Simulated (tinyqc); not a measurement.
# CMOS inverter, nodal equation and switching: what changes with what

An n-channel pull-down (bn, VTn) and a p-channel pull-up (bp, VTp) share the input Vin and the output node Vout, which carries the load C. Transistor (EKV form, voltages against the body): I = 2 n b Vt^2 [F(vp - Vs) - F(vp - Vd)] from drain to source, F(v) = ln^2(1 + exp(v/(2 Vt))), vp = (Vg - VT + sg |Vd - Vs|)/n. n-channel bodies are at 0; for the p-channel device all voltages are counted down from Vdd. b in uA/V^2 gives I in uA. Static: In = Ip. Transient: C dVout/dt = Ip - In. No velocity saturation, no gate capacitance beyond C.

Inputs (values chosen for the exercise):
- T = 273 K (temperature)
- Vdd = 0.75 V (supply voltage)
- n = 1.29 (slope factor)
- sg = 0.036 (drain-induced barrier lowering)
- VTn = 0.25 V (n-channel threshold)
- VTp = 0.31 V (p-channel threshold (magnitude))
- bn = 470 uA/V^2 (gain factor of the pull-down transistor)
- bp = 140 uA/V^2 (gain factor of the pull-up transistor)
- C = 0.47 fF (load capacitance)

Constants: q = 1.602176634e-19 C, kB = 1.380649e-23 J/K, Vt = kB T/q. Results are converted to the units shown.

Each table varies one quantity; the others keep the values above.

## Effect of the supply voltage

VM solves In = Ip with Vin = Vout; VIL and VIH are the inputs of gain -1, NML = VIL - Vout(VIH), NMH = Vout(VIL) - VIH. For a step input the delay to Vdd/2 is tHL = C times the integral of dV/(In - Ip) from Vdd/2 to Vdd at Vin = Vdd, and tLH likewise with Ip - In from 0 to Vdd/2 at Vin = 0.

Effect of the supply voltage:
```
Vdd (V)	VM (V)	gain at VM	NML (V)	NMH (V)	tHL (ps)	tLH (ps)
0.2	0.05440	-8.916	0.02130	0.1190	458.8	9006
0.3	0.1024	-21.82	0.06790	0.1669	64.00	770.5
0.4	0.1509	-26.68	0.1126	0.2144	18.98	139.8
0.5	0.1981	-27.57	0.1537	0.2613	9.242	51.27
0.6	0.2432	-27.72	0.1891	0.3077	5.772	27.66
0.8	0.3259	-27.77	0.2384	0.4016	3.164	13.24
1	0.4013	-27.78	0.2654	0.5003	2.143	8.434
1.2	0.4735	-27.78	0.2827	0.6014	1.611	6.122
```

Read the table: what changes, and by how much?

As Vdd goes from 0.2 to 1.2 V, VM rises from 0.0544 to 0.473 V, the size of the gain rises from 8.92 to 27.8, tHL falls from 459 to 1.61 ps and tLH falls from 9010 to 6.12 ps. The smaller margin is largest, 0.283 V, at Vdd = 1.2 V among the rows. For Vdd = 0.8 to 1.2 V the overdrive passes 0.5 V, where velocity saturation, left out here, would lengthen the delays of short devices. For Vdd = 0.2 to 0.3 V the supply is below a threshold, where mismatch, left out here, dominates margins and delay.

## Effect of the gain factor of the pull-up transistor

Same model as above.

Effect of the gain factor of the pull-up transistor:
```
bp (uA/V^2)	VM (V)	gain at VM	NML (V)	NMH (V)	tHL (ps)	tLH (ps)
94	0.2933	-27.76	0.2150	0.3924	3.579	22.85
140	0.3061	-27.77	0.2287	0.3777	3.579	15.34
220	0.3209	-27.77	0.2447	0.3608	3.579	9.761
340	0.3353	-27.77	0.2605	0.3446	3.579	6.316
520	0.3494	-27.77	0.2762	0.3287	3.579	4.130
800	0.3637	-27.77	0.2923	0.3129	3.579	2.684
1200	0.3770	-27.77	0.3075	0.2983	3.579	1.790
1900	0.3920	-27.78	0.3246	0.2822	3.579	1.130
```

As bp goes from 94 to 1900 uA/V^2, VM rises from 0.293 to 0.392 V, the size of the gain stays near 27.8, tHL stays near 3.58 ps and tLH falls from 22.8 to 1.13 ps. The smaller margin is largest, 0.298 V, at bp = 1200 uA/V^2 among the rows. A stronger pull-up raises VM and trades low-side against high-side margin.

Numbers from tinyqc (`OMP_NUM_THREADS=1 python tinyqc.py 2340099 2340100 out.jsonl`; about 0.04 s on one thread of a shared Intel Xeon 2.30GHz).
